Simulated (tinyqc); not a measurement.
Kinetics of strain relaxation and threading dislocations in mismatched semiconductor layers: one step, computed by the program tinyqc. Command: `OMP_NUM_THREADS=1 python tinyqc.py 3011582 3011583 out.jsonl threading walk`. One thread of a shared host (Intel(R) Xeon(R) Processor @ 2.30GHz), about 0.01 s of CPU time with the checks.

60-degree dislocations on {111} planes of a (001) layer, isotropic elasticity. The Schmid factor is 1/sqrt(6), and a misfit segment relieves strain with b/2.

Problem. Graded buffer. In steady grading, strain is fed at R_f R_g and relieved at (b/4) rho v. As a glide-limited estimate, the driving stress is taken as the mean stress of the strained top zone, whose depth z solves R_f z/2 = e_eq(z), with strain R_f z at the surface; tau_g = S R_f z/2 is its mean; then rho = 4 R_f R_g/(b m tau_g), m = v0 exp(-Q/(k_B T_g)), S = (1/sqrt 6) 2 G (1 + nu)/(1 - nu), e_eq(z) = b (1 - nu/4) [ln(z/b) + 1]/(4 pi (1 + nu) z).

Inputs (values chosen for the exercise, modelled on Ge on Si):
```
quantity,value,unit
misfit f,0.0406,-
shear modulus G,57.2,GPa
Poisson ratio nu,0.26,-
Burgers vector b,4,angstrom
glide activation energy Q,1.61,eV
velocity prefactor v0,22000,m/s per MPa
grading rate (misfit per thickness) R_f,0.0021,1/micrometre
growth temperature of the buffer T_g,674,K
growth rate R_g,0.25,nm/s
```

Constants: k_B = 8.617333262e-05 eV/K.

Give: depth z of the strained zone; stress tau_g; thread density of the buffer; buffer thickness f/R_f.

Solution.

depth z of the strained zone = 423.3 nm

stress tau_g = 35.34 MPa

thread density of the buffer = 7.380e+05 1/cm^2

buffer thickness f/R_f = 19.33 micrometre

Raising T_g by 50 K would lower this density by a factor 6.8: fast glide lets few threads do the work.
